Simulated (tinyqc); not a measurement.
Free and trapped electrons in a MOS channel with a dense trap tail: two steps of the calculation.

p-type body, charge-sheet picture, full ionisation (an idealisation for deep acceptors), Boltzmann statistics for free electrons. e = Ec - EF at the surface. Acceptor-like traps of density D(E) = D0 + De exp(-E/Ew) at depth E below Ec, from 0 to Eu, hold n_t = integral of D(E)/(1 + exp((e - E)/Vt)). psi = Eg - Vt ln(Nv/Na) - e; N_dep = sqrt(2 eps0 eps_r Na (psi - Vt)/q); n_f = sqrt(N_dep^2 + 2 eps0 eps_r Vt Nc exp(-e/Vt)/q) - N_dep; Vg = Vfb + psi + q (N_dep + n_t + n_f)/Cox, Cox = eps0 eox/tox.

Values chosen for this exercise; band and dielectric values close to those of gallium nitride:
```
symbol    value         unit                                             meaning
T           300            K                                         temperature
Eg         3.34           eV                                            band gap
eps_r      9.64                                            relative permittivity
Nc      2.34e18        cm^-3              conduction-band density of states at T
Nv      4.63e19        cm^-3                 valence-band density of states at T
eox         3.9                           relative permittivity of the insulator
tox          34           nm                                 insulator thickness
Na       9.8e15        cm^-3                                    acceptor density
Vfb        -2.3            V            flat-band voltage without trapped charge
D0       6.5e10  cm^-2 eV^-1  constant background density of acceptor-like traps
De       1.1e13  cm^-2 eV^-1          density of the tail at the conduction edge
Ew         0.07           eV                            decay energy of the tail
Eu         0.86           eV        depth below Ec down to which the traps reach
mf          170   cm^2/(V s)                          mobility of free electrons
e         0.045           eV                              Ec - EF at the surface
```

Constants: q = 1.602176634e-19 C, kB = 1.380649e-23 J/K, Vt = kB T/q, eps0 = 8.8541878128e-14 F/cm where lengths are in cm. Results are converted to the units shown.

Question 1. Trapped charge. Trapezoid rule on 12 equal steps from 0 to Eu, f = 1/(1 + exp((e - E)/Vt)).

Wanted: E; D(E) f; n_t.

Answer 1.

| point | E (eV) | D(E) f (cm^-2 eV^-1) |
|---|---|---|
| 0 | 0 | 1.6512e12 |
| 1 | 0.071667 | 2.9610e12 |
| 2 | 0.14333 | 1.4521e12 |
| 3 | 0.21500 | 5.7410e11 |
| 4 | 0.28667 | 2.4815e11 |
| 5 | 0.35833 | 1.3080e11 |
| 6 | 0.43000 | 8.8637e10 |
| 7 | 0.50167 | 7.3491e10 |
| 8 | 0.57333 | 6.8050e10 |
| 9 | 0.64500 | 6.6096e10 |
| 10 | 0.71667 | 6.5394e10 |
| 11 | 0.78833 | 6.5141e10 |
| 12 | 0.86000 | 6.5051e10 |

n_t = 4.7666e11 cm^-2

Question 2. Charges and gate voltage. psi, N_dep, n_f and Vg as defined, with the n_t given; free share n_f/(n_f + n_t); apparent mobility mf n_f/(n_f + n_t); gate voltage spent on traps q n_t/Cox.

n_t = 4.7665849e11 cm^-2

Find: psi; N_dep; n_f; Vg; free share; apparent mobility; gate voltage spent on traps.

Answer 2.

psi = 3.0763 V
N_dep = 5.6437e11 cm^-2
n_f = 9.2568e10 cm^-2
Vg = 2.5646 V
free share = 16.262 %
apparent mobility = 27.646 cm^2/(V s)
gate voltage spent on traps = 0.75194 V

Numbers from tinyqc (`OMP_NUM_THREADS=1 python tinyqc.py 2222233 2222234 out.jsonl`; about 0.02 s on one thread of a shared Intel Xeon 2.30GHz).
